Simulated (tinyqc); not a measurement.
The basis set: RHF and MP2 along a ladder of basis sets, for H3+, spin multiplicity 1. Computed by the program tinyqc with PySCF. 

Geometry (angstrom):
```
atom,x,y,z
H,0.0000,0.0000,0.0000
H,0.0000,0.0000,0.7980
H,0.0000,0.0000,-0.7980
```

Same geometry throughout; the dipole is taken about the origin.

RHF and frozen-core MP2 in a ladder of bases:
```
basis,functions,E(RHF) (hartree),E(MP2 corr) (hartree),HOMO (eV),LUMO (eV),dipole (debye)
sto-3g,3,-1.202289,-0.018268,-30.4796,-8.6282,0.0000
3-21g,6,-1.217054,-0.023365,-30.2491,-9.3623,0.0000
6-31g,6,-1.220311,-0.023565,-30.2862,-9.4127,0.0000
6-31g**,15,-1.224131,-0.033728,-30.2801,-9.4190,0.0000
cc-pvdz,15,-1.221831,-0.033188,-30.2266,-9.4139,0.0000
aug-cc-pvdz,27,-1.222086,-0.033902,-30.2274,-9.4263,0.0000
cc-pvtz,42,-1.227277,-0.038076,-30.2705,-9.4296,0.0000
```

From cc-pVDZ to cc-pVTZ the RHF energy falls by 5.4 mhartree and the correlation energy by 4.9. If valence correlation converges as X^-3, (27 E(T) - 8 E(D))/19 gives -0.0401 hartree, a rough estimate from such small X that usually falls short; STO-3G holds about 46 % of it. Beyond STO-3G the LUMO moves by 0.1 eV and the HOMO by 0.1 eV.
